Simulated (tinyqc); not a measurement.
Competing polymorphs of an oxide film: bulk, surface, grain-boundary, dopant and field terms: one step, computed by the program tinyqc. Command: `OMP_NUM_THREADS=1 python tinyqc.py 3029695 3029696 out.jsonl polymorph walk`. One thread of a shared host (Intel(R) Xeon(R) Processor @ 2.30GHz), about 0.01 s of CPU time with the checks.

Phases: monoclinic m (reference), polar orthorhombic o, tetragonal t. Free energies per formula unit (f.u.); 1 J/m^2 x angstrom^3/nm = 6.241509 meV.

Question. Free energies of the grain. Area per volume: A = 2/h + f_b/R (two free faces; the side wall 2/R is shared by two grains and carries f_b gamma); G = b + gamma Omega A.

Inputs (values chosen for the exercise, for a model oxide):
```
quantity                                   value        unit
surface energy of m                         2.61       J/m^2
surface energy of o                         2.26       J/m^2
surface energy of t                         2.05       J/m^2
grain-boundary energy over surface energy   0.78           -
volume per formula unit Omega               34.9  angstrom^3
film thickness h                             5.8          nm
grain radius R                               4.6          nm
temperature T                                900           K
```

Geometry: columnar grains in a film.

b (meV/f.u.): m 0.00, o 30.07, t 37.20

Give: area per volume A; G less G(m); G(o) - G(m); G(t) - G(o).

Answer.

area per volume A = 0.51439 1/nm

G less G(m) (meV/f.u.): m 0.000, o -9.147, t -25.548

G(o) - G(m) = -9.1473 meV/f.u.

G(t) - G(o) = -16.400 meV/f.u.

The lowest phase is t, by 16.4 meV/f.u. over o, whereas the bulk terms alone favour m. Caution: this is an equilibrium ranking; real films often keep the phase that nucleates first on cooling from t.
